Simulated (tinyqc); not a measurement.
## Energy and delay of logic against supply voltage: optimum supplies against the logic depth

One expression serves below and above threshold: I(Vg) = Ik [ln(1 + exp((Vg - VT + dd V)/(al nf Vt)))]^al, with I_on = I(V) and I_off = I(0). Gate delay td = kd C V/I_on, clock period LD td. Per gate and cycle the switching energy is act C V^2 and the leakage energy I_off V LD td. No short-circuit current, no variation. Minima are sought above 0.09 V; below a few Vt gates no longer switch and the model has no meaning.

V_min minimises the energy and V_EDP the product of energy and td.

Inputs (values chosen for the exercise); values of the order met in logic technologies: temperature T = 330 K; threshold voltage at zero drain bias VT = 0.24 V; slope factor nf = 1.1; barrier lowering per volt of supply dd = 0.12; specific current of a gate Ik = 2.8 uA; exponent of the current law al = 1.37; load capacitance of a gate C = 3.5 fF; delay factor kd = 0.7; activity factor act = 0.1.

Constants: q = 1.602176634e-19 C, kB = 1.380649e-23 J/K, Vt = kB T/q. Results are converted to the units shown.

Results:
```
LD,V_min (V),energy at V_min (aJ),leakage share (%),clock at V_min (MHz),V_EDP (V),clock at V_EDP (GHz)
8,0.1239,11.45,53.08,42.59,0.3929,3.010
12,0.1460,13.99,46.69,50.79,0.3941,2.019
20,0.1694,17.57,42.84,55.95,0.3964,1.225
50,0.2069,25.77,41.87,55.01,0.4038,0.5079
80,0.2252,31.49,43.66,50.39,0.4101,0.3266
150,0.2491,41.99,48.28,41.44,0.4213,0.1830
```

Estimate the missing row, LD = 30.

Computed row:
```
LD,V_min (V),energy at V_min (aJ),leakage share (%),clock at V_min (MHz),V_EDP (V),clock at V_EDP (GHz)
30,0.1864,20.84,41.63,57.02,0.3990,0.8273
```

With this row back in the table: As LD goes from 8 to 150, V_min rises from 0.124 to 0.249 V, the energy there rises from 11.4 to 42.0 aJ, the clock there goes from 42.6 through a maximum of 57.0 (at LD = 30 among the rows listed) to 41.4 MHz and V_EDP rises from 0.393 to 0.421 V. act and LD enter V_min only through the ratio act/LD.

tinyqc, about 0.01 s, one thread, Intel Xeon 2.30GHz (shared host): `OMP_NUM_THREADS=1 python tinyqc.py 2082199 2082200 out.jsonl`
